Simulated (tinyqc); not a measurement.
Holstein polaron on two sites: one step, computed by the program tinyqc. Command: `OMP_NUM_THREADS=1 python tinyqc.py 3026328 3026329 out.jsonl holstein walk`. One thread of a shared host (Intel(R) Xeon(R) Processor @ 2.30GHz), about 0.01 s of CPU time with the checks.

One electron on sites 1 and 2: H = -t (c1+ c2 + c2+ c1) + hbar omega sum_i b_i+ b_i - g hbar omega sum_i n_i (b_i + b_i+). The symmetric phonon shifts the energy by -g^2 hbar omega/2 and drops out; with b = (b_1 - b_2)/sqrt(2) there remains H = -t sigma_x + hbar omega b+ b - (g hbar omega/sqrt(2)) sigma_z (b + b+). Parity splits it into blocks p = +1 and -1 over phonon numbers n. Zero-point energies are left out. Weights Z refer to mode b alone; the displaced symmetric mode multiplies the full zero-phonon weight by exp(-g^2/2).

Task: Levels in the small basis. Diagonalise H; the eigenvector has its largest component positive; Z is the weight of n = 0.

H, even block (meV):
```
           1          2          3          4          5
1  -340.7250  -170.7663     0.0000     0.0000     0.0000
2  -170.7663  -109.7250  -241.5000     0.0000     0.0000
3     0.0000  -241.5000  -130.7250  -295.7759     0.0000
4     0.0000     0.0000  -295.7759   100.2750  -341.5326
5     0.0000     0.0000     0.0000  -341.5326    79.2750
```

Give: levels; lowest eigenvector; Z in the small basis.

Result:

levels (meV): -536.4  -381.5  -142.9  137.6  521.6

lowest eigenvector: 0.4454  0.5103  0.5867  0.3880  0.2153

Z in the small basis = 0.1984
